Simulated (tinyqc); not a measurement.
# Permittivity of the insulator from five potentials

Inverse problem. A node lies on a semiconductor-insulator interface. Steps: hs = tb/2 down into the semiconductor, ho = tox/1 up into the insulator, hy = L/5 sideways. The flux balance of its box reads eox (hy/ho)(above - node) + eps_r (hy/hs)(below - node) + [(eps_r hs + eox ho)/(2 hy)](left + right - 2 node) - q Na (hs/2) hy/eps0 = 0. Find eox.

Inputs (values chosen for the exercise); semiconductor permittivity close to that of germanium: relative permittivity of the semiconductor eps_r = 16.2; half the body thickness tb = 5 nm; insulator thickness tox = 4 nm; channel length L = 34 nm; acceptor density of the depleted body Na = 0 cm^-3.

Constants: q = 1.602176634e-19 C, eps0 = 8.8541878128e-14 F/cm where lengths are in cm. Results are converted to the units shown.

psi (V): node 0.22528710, above 0.06, below 0.25746913, left 0.46, right 0.18805399

Answer. The balance is linear in eox.

eox = 9.00

Computed by the program tinyqc: `OMP_NUM_THREADS=1 python tinyqc.py 2480072 2480073 out.jsonl`, one thread of a shared Intel Xeon 2.30GHz, about 0.1 s for the whole run.
